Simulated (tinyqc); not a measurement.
# Programming of a floating-gate cell by Fowler-Nordheim tunnelling: what changes with what

Per tunnel area the floating gate has Ctun = 3.9 eps0/tox to the channel (0 V) and Ccg to the control gate, Ct = Ctun/(1 - ag), no other coupling. With the threshold shift U = -Q/Ccg the field is F = ag (Vg - U)/tox, and dU/dt = J/Ccg. Fowler-Nordheim: J = A F^2 exp(-B/F), A = q^2/(16 pi^2 hbar mo phi) (times 1e14 for A/cm^2 with F in V/nm, emitter mass m0), B = (4/3) sqrt(mo/C) phi^1.5, C = hbar^2/(2 m0).

Inputs (values chosen for the exercise); oxide values close to those of silicon dioxide: tunnel barrier phi = 3.2 eV; tunnelling mass mo = 0.46 m0; tunnel oxide thickness tox = 7.4 nm; coupling ratio Ccg/Ct ag = 0.62; threshold shift at the start Vt0 = -2.7 V; control-gate voltage Vg = 12.5 V.

Constants: q = 1.602176634e-19 C, hbar = 1.054571817e-34 J s, m0 = 9.1093837015e-31 kg, eps0 = 8.8541878128e-14 F/cm where lengths are in cm, hbar^2/(2 m0) = 0.0380998212 eV nm^2. Results are converted to the units shown.

Each table varies one quantity; the others keep the values above.

## Programming by a staircase of pulses

Pulse i = 1, 2, ... has the height 11 V + (i - 1) 0.3 V and lasts 5.6 us; each starts from the U that the last one left. Exact: exp(B/F(t)) = exp(B/F(0)) + K t, K = A B ag/(Ccg tox), and U = Vg - tox F/ag.

Result of one run:

| N | last pulse (V) | U (V) | gain of the last pulse (V) | F at its end (V/nm) |
|---|---|---|---|---|
| 2 | 11.30 | -2.490 | 0.1232 | 1.155 |

What becomes of these results when the number of pulses N is changed from 2 to 11, all else the same?

Result of the changed run:

| N | last pulse (V) | U (V) | gain of the last pulse (V) | F at its end (V/nm) |
|---|---|---|---|---|
| 11 | 14.00 | -0.2141 | 0.2957 | 1.191 |

The whole series:

| N | last pulse (V) | U (V) | gain of the last pulse (V) | F at its end (V/nm) |
|---|---|---|---|---|
| 1 | 11.00 | -2.613 | 0.08652 | 1.141 |
| 2 | 11.30 | -2.490 | 0.1232 | 1.155 |
| 3 | 11.60 | -2.328 | 0.1626 | 1.167 |
| 4 | 11.90 | -2.128 | 0.1997 | 1.175 |
| 6 | 12.50 | -1.643 | 0.2541 | 1.185 |
| 8 | 13.10 | -1.091 | 0.2815 | 1.189 |
| 11 | 14.00 | -0.2141 | 0.2957 | 1.191 |
| 14 | 14.90 | 0.6807 | 0.2990 | 1.191 |
| 18 | 16.10 | 1.879 | 0.2999 | 1.191 |

The gain of a pulse rises from 0.0865 to 0.300 V and settles at the step of 0.3 V: the field at the end of a pulse becomes steady, 1.19 V/nm, so U follows the gate one to one whatever it started from. It is within 5 % of the step from pulse 11 on among the rows. In every row the field stays above 10 MV/cm, which wears the oxide.

## Threshold shift against time

Same model as above.

Threshold shift against time:

| t (s) | F (V/nm) | J (A/cm^2) | U (V) | dU/dlog10 t (V) |
|---|---|---|---|---|
| 1.1e-7 | 1.272 | 0.1485 | -2.678 | 0.04941 |
| 7.3e-7 | 1.262 | 0.1255 | -2.567 | 0.2771 |
| 4.6e-6 | 1.225 | 0.06257 | -2.124 | 0.8705 |
| 2.9e-5 | 1.152 | 0.01394 | -1.249 | 1.222 |
| 0.00019 | 1.069 | 0.002023 | -0.2616 | 1.163 |
| 0.0012 | 0.9959 | 2.823e-4 | 0.6140 | 1.025 |
| 0.0075 | 0.9318 | 3.965e-5 | 1.378 | 0.8993 |
| 0.048 | 0.8748 | 5.462e-6 | 2.059 | 0.7929 |
| 0.3 | 0.8249 | 7.772e-7 | 2.654 | 0.7052 |

U rises from -2.68 to 2.65 V, while J falls by 5.28 decades, at the end as t^(-1.06). Well past t0 = 3.62e-6 s the stored charge chokes the field and U gains only 0.705 V a decade. In every row the starting field exceeds 12 MV/cm, where the oxide would wear out or break down quickly.

## Effect of the gate voltage

Same model as above.

After 0.0001 s.

Effect of the gate voltage:

| Vg (V) | F (V/nm) | J (A/cm^2) | U (V) |
|---|---|---|---|
| 9.5 | 1.016 | 5.008e-4 | -2.629 |
| 10.1 | 1.054 | 0.001360 | -2.475 |
| 10.8 | 1.080 | 0.002669 | -2.095 |
| 11.4 | 1.091 | 0.003444 | -1.620 |
| 12 | 1.095 | 0.003829 | -1.072 |
| 12.6 | 1.097 | 0.003998 | -0.4940 |
| 13.2 | 1.098 | 0.004071 | 0.09697 |
| 13.9 | 1.098 | 0.004107 | 0.7926 |
| 14.5 | 1.098 | 0.004120 | 1.391 |

Read the table: what changes, and by how much?

U rises from -2.63 to 1.39 V, by 0.26 V a volt between the first two rows and 0.997 between the last two: once K t exceeds exp(B/F(0)) the final field, 1.10 V/nm, no longer depends on Vg. In 5 of the 9 rows the starting field exceeds 12 MV/cm, where the oxide would wear out or break down quickly.

Range of the model: Programming fields of 10 MV/cm and more wear the oxide; trapping and the channel potential are ignored.

Program tinyqc, `OMP_NUM_THREADS=1 python tinyqc.py 2130154 2130155 out.jsonl`; Intel Xeon 2.30GHz, shared host, one thread, about 0.02 s.
